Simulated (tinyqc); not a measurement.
Polycrystalline film, grain-boundary barriers (Seto model): one step of the calculation.

One-dimensional grains of size Lg with donors N; each boundary has Qt acceptor-like traps per area at one level Et below the band edge. Trapped electrons qt deplete a width w = qt/N (both sides together) and raise a barrier Vb = q N w^2/(8 eps0 eps_r). Current crosses the barriers by thermionic emission at small bias. Abrupt depletion, full ionisation, Boltzmann statistics.

Task. Critical doping and limits of the barrier. N* = Qt/Lg; fully depleted grains have Vb = q N Lg^2/(8 eps0 eps_r), filled traps Vb = q Qt^2/(8 eps0 eps_r N); the true barrier cannot exceed the smaller.

Inputs (values chosen for the exercise); values close to those of polycrystalline silicon:
- eps_r = 11.7 (relative permittivity of the semiconductor)
- Lg = 50 nm (grain size)
- Qt = 1.3e12 cm^-2 (trap density at a boundary)
- N = 1.1e17 cm^-3 (donor density)

Constants: q = 1.602176634e-19 C, eps0 = 8.8541878128e-14 F/cm where lengths are in cm. Results are converted to the units shown.

Give: N*; Vb, fully depleted; Vb, traps filled.

Result.

N* = 2.600e17 cm^-3
Vb, fully depleted = 0.05316 V
Vb, traps filled = 0.2970 V

tinyqc, about 0.01 s, one thread, Intel Xeon 2.30GHz (shared host): `OMP_NUM_THREADS=1 python tinyqc.py 2610134 2610135 out.jsonl`
